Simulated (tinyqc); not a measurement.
Cahn-Hilliard equation on a periodic one-dimensional grid: one step, computed by the program tinyqc. Command: `OMP_NUM_THREADS=1 python tinyqc.py 3023716 3023717 out.jsonl cahn walk`. One thread of a shared host (Intel(R) Xeon(R) Processor @ 2.30GHz), about 0.04 s of CPU time with the checks.

Free energy F = h sum_j [A (c_j^2 - 1)^2/4 + (kappa/2) ((c_(j+1) - c_j)/h)^2]; dc/dt = Lap(mu), mu = A (c^3 - c) - kappa Lap(c), Lap(y)_j = (y_(j+1) - 2 y_j + y_(j-1))/h^2, mobility 1; the grid has n = 12 points.

Question. Linear stability. f'' = A (3 c0^2 - 1). Mode m has lambda_m = (4/h^2) sin^2(pi m/n) and the rate w_m = -lambda_m (f'' + kappa lambda_m). In the continuum the fastest wavelength is 2 pi sqrt(2 kappa/|f''|) with the rate f''^2/(4 kappa). Explicit steps near c = +-1, where f'' = 2A, are stable for dt < 2/(16 kappa/h^4 + 8 A/h^2).

Inputs (values chosen for the exercise, in reduced units):
```
quantity                    value  unit
spacing h                     1.1     -
well depth A                  0.9     -
gradient coefficient kappa   0.87     -
mean composition c0          0.15     -
```

Give: f''; Modes of the grid; fastest wavelength; largest rate; explicit limit of dt.

Answer.

f'' = -0.83925

Modes of the grid:
```
m  lambda_m     w_m
1     0.221   0.143
2     0.826   0.099
3     1.653  -0.990
4     2.479  -3.267
5     3.084  -5.688
6     3.306  -6.733
```

fastest wavelength = 9.047

largest rate = 0.2024

explicit limit of dt = 0.1294
